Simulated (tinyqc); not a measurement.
What moves the results: thin-film optics by transfer matrices. A value that a table varies takes the place of the one given here.

Indices N = n + i k. Snell: N0 sin(theta) = N_j sin(theta_j), with Im(N_j cos theta_j) >= 0. Admittance y_j = N_j cos theta_j for s and N_j/cos theta_j for p. Phase delta_j = 2 pi N_j cos theta_j d_j/lambda. Layer matrix [[cos delta, -i sin delta/y], [-i y sin delta, cos delta]], multiplied from the top down to M. (B, C) = M (1, y_sub); r = (y0 B - C)/(y0 B + C), R = |r|^2, T = 4 Re y0 Re y_sub/|y0 B + C|^2, absorbed in the films 1 - R - T.

Ellipsometry: rho = tan(Psi) exp(i Delta) = -conj(r_p/r_s) with the r of the admittance formula, Delta in 0 to 360 degrees, so that a bare dielectric at small angles gives Delta = 180.

Values chosen for the exercise (indices near those of HfO2, SiO2 on Si; shifted at random, so the results belong to these values and not to a real crystal):
- lam = 633 nm (vacuum wavelength)
- n0 = 1 (ambient index)
- n = (2.062, 1.446, 3.95) (n of HfO2, SiO2, substrate)
- k = (0, 0, 0.019) (k in the same order)
- d = (3.7, 169) nm (thicknesses, top first)
- theta = 30 degrees (angle of incidence)
- pol = s (polarisation)

## Swing curve: thickness of the top film

The first entry of d takes the values listed.

Stack:
```
d_1 (nm)       R       T  absorbed
3.7       0.3036  0.6964    0.0000
30.1      0.5345  0.4655    0.0000
56.4      0.5933  0.4067    0.0000
82.8      0.5144  0.4856    0.0000
109.2     0.2577  0.7423    0.0000
135.5     0.0348  0.9652    0.0000
161.9     0.3035  0.6965    0.0000
188.3     0.5344  0.4656    0.0000
214.7     0.5933  0.4067    0.0000
241.0     0.5145  0.4855    0.0000
267.4     0.2578  0.7422    0.0000
293.8     0.0350  0.9650    0.0000
320.1     0.3033  0.6967    0.0000
```

What can be read from the table?

R swings between 0.0348 and 0.5933 on these points. The period is lambda/(2 Re(N_1 cos theta_1)) = 158.2 nm, six rows. The film does not absorb, so the swing repeats exactly. The swing ratio (max - min)/mean is 1.52.

## Angle of incidence

Both polarisations.

Stack:
```
theta (degrees)     R_s     R_p    Psi   Delta
0                0.3011  0.3011  45.00  180.00
15               0.3027  0.2829  44.03  181.78
30               0.3036  0.2324  41.18  189.01
45               0.2939  0.1747  37.63  207.83
55               0.2769  0.1637  37.56  230.51
60               0.2663  0.1771  39.19  244.68
65               0.2578  0.2091  42.01  260.26
70               0.2582  0.2658  45.42  277.39
75               0.2830  0.3564  48.30  296.55
80               0.3646  0.4944  49.34  317.55
85               0.5677  0.6998  47.99  339.03
```

How do the results move?

R_s and R_p agree at normal incidence (0.3011). R_p is lowest at 55 degrees of those listed (0.1637), where R_s = 0.2769: the two are within a factor 2 of each other, so the minimum selects polarisation poorly. R_s does not rise steadily, because the phase thickness of the films changes with the angle. R_p exceeds R_s at 70, 75, 80 and 85 degrees, where Psi is above 45.

## Sensitivity of the reflectance

R for both polarisations. Each row changes one parameter from the base and keeps the others.

Results:
```
case                         R_s     R_p     T_s
base                      0.3036  0.2324  0.6964
d = (8.7, 169) nm         0.3625  0.2758  0.6375
n = (2.103, 1.446, 3.95)  0.3061  0.2343  0.6939
k = (0, 0, 0.031)         0.3040  0.2327  0.6960
lam = 638 nm              0.2981  0.2287  0.7019
theta = 35 degrees        0.3022  0.2116  0.6978
```

How do the results move?

The largest shifts from the base row, up to three for each result and ties (the steps differ in size, so this ranks the rows, not the parameters). R_s: d +0.0589, lam -0.0056, n +0.0024. R_p: d +0.0434, theta -0.0208, lam -0.0037. T_s: d -0.0589, lam +0.0056, n -0.0024.

Computed by tinyqc, a small Python program: `OMP_NUM_THREADS=1 python tinyqc.py 1651808 1651809 out.jsonl` (the numbers bound the seed that draws the inputs); one thread of a shared host (Intel(R) Xeon(R) Processor @ 2.30GHz), about 0.01 s for the whole set of steps.
